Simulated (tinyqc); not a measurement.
Pillar capacitor in an array: capacitance, non-linearity, leakage and relaxation: one step of the calculation.

A film between two metal electrodes, each interface adding a series capacitance ci. The small-signal permittivity is ek (1 + aq E^2); the field is found with the linear permittivity. Leakage J = J0 sinh(E/Ef). After a voltage step the film passes a relaxation current kr C V tt^(-nr), tt being the time in seconds. The sidewall is a coaxial capacitor with radii a = dm/2 and b = dm/2 + t, depth AR dm; the end face is left out.

Problem. Planar capacitance, field and non-linearity. Planar film: Cf = eps0 ek/t, 1/C = 1/Cf + 2/ci, EOT = 3.9 eps0/C, effective permittivity C t/eps0, E = (V/t) C/Cf; quadratic coefficient [C(V)/C - 1]/V^2 with Cf (1 + aq E^2) in C(V).

Values chosen for this exercise; permittivity of the order of that of hafnium oxide:
- ek = 22.7 (relative permittivity of the film)
- t = 13 nm (film thickness)
- ci = 1000 uF/cm^2 (capacitance of each electrode interface (dead layer and screening))
- aq = 0.0048 cm^2/MV^2 (quadratic field coefficient of the permittivity)
- V = 1 V (bias)
- J0 = 2e-11 A/cm^2 (leakage prefactor)
- Ef = 0.19 MV/cm (field for an e-fold rise of the leakage)

Constants: eps0 = 8.8541878128e-14 F/cm where lengths are in cm. Results are converted to the units shown.

Wanted: Cf; C; EOT; effective permittivity; E; quadratic coefficient; J.

Solution.

Cf = 1.5461 uF/cm^2
C = 1.5413 uF/cm^2
EOT = 2.2404 nm
effective permittivity = 22.630
E = 0.76686 MV/cm
quadratic coefficient = 2814.0 ppm/V^2
J = 5.6588e-10 A/cm^2

The interfaces take 0.308 % of the voltage.

Program tinyqc, `OMP_NUM_THREADS=1 python tinyqc.py 2102188 2102189 out.jsonl`; Intel Xeon 2.30GHz, shared host, one thread, about 0.01 s.
